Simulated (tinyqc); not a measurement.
## Capacitances against the space between lines

Endless row of lines of width wl, height tl and space sl between grounded planes at distance hd; e2 fills the gaps beside the lines, e1 the rest. Laplace's equation is solved on meshes of 3, 6 and 12 steps per unit u and extrapolated (Aitken), which is good to about 0.2 %. C_even (all lines at 1 V) is the capacitance Cg to the planes; C_odd (neighbours in antiphase) = Cg + 4 Cc if only nearest neighbours couple, which defines Cc; total with quiet neighbours Cg + 2 Cc. Plate values 2 eps0 e1 wl/hd and eps0 e2 tl/sl.

Values chosen for this exercise: relative permittivity above and below the lines e1 = 3.9; relative permittivity between the lines e2 = 2; line width, in units u wl = 6 u; line height tl = 12 u; distance to each plane hd = 8 u.

Constants: eps0 = 8.8541878128e-12 F/m. Results are converted to the units shown.

The same in every row: plate Cg (aF/um) = 51.8.

Capacitances against the space between lines:
```
sl (u),Cg (aF/um),Cc (aF/um),Cg + 2 Cc (aF/um),C_odd (aF/um),plate Cc (aF/um),"share of coupling, 2 Cc/(Cg + 2 Cc) (%)"
2,68.1,141,350,633,106,80.6
4,82.5,74.0,231,379,53.1,64.2
6,95.1,48.4,192,289,35.4,50.5
8,106,34.2,174,243,26.6,39.2
12,123,18.7,161,198,17.7,23.3
16,135,10.7,156,178,13.3,13.7
24,147,3.60,154,161,8.85,4.67
```

As sl goes from 2 to 24, Cg rises from 68.1 to 147 aF/um, Cc falls from 141 to 3.60 aF/um and the share of coupling falls from 80.6 to 4.67 %. Cg is 1.31 times its plate value in the first row and 2.84 times in the last; for Cc the ratios are 1.33 and 0.407. Neighbours in antiphase raise the load by a factor of 1.81 and 1.05 over quiet ones. For sl = 2 the planes are farther than 0.8 of the pitch, so second neighbours couple too and Cg + 2 Cc understates the quiet load by a per cent or more.

Program tinyqc, `OMP_NUM_THREADS=1 python tinyqc.py 2790109 2790110 out.jsonl`; Intel Xeon 2.30GHz, shared host, one thread, about 1 s.
